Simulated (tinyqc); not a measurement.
Which face: thin-body film or fin with hard walls, valleys of the Si type.

Six ellipsoidal valleys with their long axes along the cube axes, mass ml along the axis and mt across it. For a valley whose axis makes the angle theta with the surface normal, 1/m_z = cos^2(theta)/ml + sin^2(theta)/mt sets the confinement; in the plane the masses are m_1 = mt and m_2 = ml mt/m_z, and m_d = sqrt(m_1 m_2).

A film of thickness t between hard walls, flat band inside: E_n = c (n pi/t)^2/m_z above the bulk edge, c = hbar^2/2m0. Without degeneracy the sheet density is N2 exp((EF - Ec)/kB T) with N2 = sum_i g m_d/(2 pi c) kB T exp(-E_i/kB T) over n = 1 to 40 of each group; a classical film has t Nc with Nc = 2 g_all (m_dos kB T/(4 pi c))^(3/2), m_dos = (ml mt^2)^(1/3). The threshold shift is dVt = kB T ln(t Nc/N2).

Constants: hbar^2/2m0 = 3.80998211 eV angstrom^2; kB = 8.617333262e-05 eV/K.

Parameters, chosen for this exercise (near those of Si; the results hold for these values, not for the real material): ml = 0.921 m0 (longitudinal mass); mt = 0.189 m0 (transverse mass); T = 350 K (temperature); t = 74 angstrom (body thickness); g_all = 6 (number of valleys).

The same thickness on four faces; m_1 and m_2 are the in-plane masses of the lowest group.

Results:

| face | valleys of lowest | m_z | E1 (eV) | share (%) | dVt (mV) | m_1 | m_2 |
|---|---|---|---|---|---|---|---|
| (100) | 2 | 0.9210 | 0.0075 | 48.5 | 21.3 | 0.189 | 0.189 |
| (110) | 4 | 0.3136 | 0.0219 | 73.1 | 22.6 | 0.189 | 0.555 |
| (111) | 6 | 0.2571 | 0.0267 | 100.0 | 22.8 | 0.189 | 0.677 |
| (211) | 2 | 0.4020 | 0.0171 | 40.5 | 22.5 | 0.189 | 0.433 |

The threshold shift is smallest on (100) (21.3 mV) and largest on (111) (22.8 mV). The lowest E1 belongs to (100), the same face: the heavy m_z outweighs the smaller number of valleys. Since m_z m_1 m_2 = ml mt^2 on every face, a heavy confinement mass comes with light masses in the plane.

Computed by tinyqc, a small Python program: `OMP_NUM_THREADS=1 python tinyqc.py 1251445 1251446 out.jsonl` (the numbers bound the seed that draws the inputs); one thread of a shared host (Intel(R) Xeon(R) Processor @ 2.30GHz), about 0.01 s for the whole set of steps.
